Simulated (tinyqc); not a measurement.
Electron continuity equation in a given potential, Scharfetter-Gummel discretisation: one step of the calculation.

Steady state in one dimension: J = q mu n E + q D dn/dx with E = -dpsi/dx and D = mu Vt, dJ/dx = q (n/tau - G), fixed densities nL and nR at the ends. The potential is given, psi = U (x/L)^2, and is not changed by the electrons.

Question. Densities and current. B(d_i) and B(-d_i) are the Bernoulli factors of the potential steps, b and f the diagonal and right side. Solve B(-d_(i-1)) n_(i-1) + b_i n_i + B(d_i) n_(i+1) = f_i (end values already in f), then J_i = (q D/h) [n_(i+1) B(d_i) - n_i B(-d_i)], h = L/12, D = mu Vt.

Inputs (values chosen for the exercise); mobility close to that of gallium nitride at room temperature: temperature T = 350 K; electron mobility mu = 1010 cm^2/(V s); length of the region L = 0.54 um; density at x = 0 nL = 5.5e12 cm^-3; density at x = L nR = 6.5e13 cm^-3.

Constants: q = 1.602176634e-19 C, kB = 1.380649e-23 J/K, Vt = kB T/q. Results are converted to the units shown.

```
interval	B(d_i)	B(-d_i)
0	1.1445027	0.86820461
1	1.4710574	0.64216329
2	1.8449486	0.46345830
3	2.2609160	0.32682960
4	2.7123070	0.22562456
5	3.1920816	0.15280307
6	3.6936215	0.10174687
7	4.2112264	0.066755616
8	4.7403079	0.043241060
9	5.2773654	0.027702407
10	5.8198392	0.017580122
11	6.3659210	0.011065797
```

```
node	diagonal b	right side f (cm^-3)
1	-1.7927092	-4.8402715e12
2	-1.9405590	-6.5146156e10
3	-2.1778214	-6.5146156e10
4	-2.4925838	-6.5146156e10
5	-2.8711533	-6.5146156e10
6	-3.2998717	-6.5146156e10
7	-3.7664204	-6.5146156e10
8	-4.2605107	-6.5146156e10
9	-4.7740536	-6.5146156e10
10	-5.3009887	-6.5146156e10
11	-5.8369482	-4.1385001e14
```

Give: n; J.

Answer.

n, node 0 to 12 (cm^-3): 5.5000e12  3.5458e14  4.2882e14  3.2759e14  2.2762e14  1.6968e14  1.3651e14  1.1492e14  9.9471e13  8.7770e13  7.8572e13  7.1138e13  6.5000e13
J, interval 0 to 11 (A/cm^2): 434.96  437.22  439.96  442.03  443.45  444.49  445.32  446.00  446.58  447.09  447.53  447.93

Range of the model: The drift velocity mu E exceeds 1e7 cm/s somewhere, where real mobilities no longer stay constant.

Numbers from tinyqc (`OMP_NUM_THREADS=1 python tinyqc.py 2220011 2220012 out.jsonl`; about 0.01 s on one thread of a shared Intel Xeon 2.30GHz).
